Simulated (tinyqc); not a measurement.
Microkinetic model of low-temperature epitaxy from hydride gases: adsorption, hydrogen desorption and rate control: one step, computed by the program tinyqc. Command: `OMP_NUM_THREADS=1 python tinyqc.py 3020122 3020123 out.jsonl hepi walk`. One thread of a shared host (Intel(R) Xeon(R) Processor @ 2.30GHz), about 0.01 s of CPU time with the checks.

Each hydride molecule needs two free sites and leaves four hydrogen atoms, of which two leave at once as H2; theta is the hydrogen coverage, the site density is 6.78 per nm^2 and one layer is 1.358 angstrom thick.

Task: Rate constants. Flux per site F = p/(sqrt(2 pi M k_B T) x 6.78e18 per m^2), M = 32.12 u (silane), 2.016 u (hydrogen); s = s0 exp(-E_s/(k_B T)); k_S = s F_S = k; k_H = s_H F_H; k_d = nu_d exp(-E_d/(k_B T)). Temperatures in kelvin are T(C) + 273.15.

Inputs (values chosen for the exercise, close to those used for silane on Si(001)): silane pressure p_S = 0.035 Pa; sticking prefactor of silane s0 = 0.087; adsorption barrier E_s = 0.15 eV; desorption prefactor nu_d = 5.8e+11 1/s; desorption energy on silicon E_d = 1.99 eV; hydrogen carrier pressure p_H = 4300 Pa; sticking of hydrogen s_H = 1.4e-07; temperature T = 790 C.

Film: silicon. Order of hydrogen desorption: first.

Constants: k_B = 8.617333262e-05 eV/K; u = 1.6605390666e-27 kg; k_B = 1.380649e-23 J/K.

Give: k; k_H; k_d.

Result:

k = 1.2455 1/s

k_H = 5.0532 1/s

k_d = 213.79 1/s
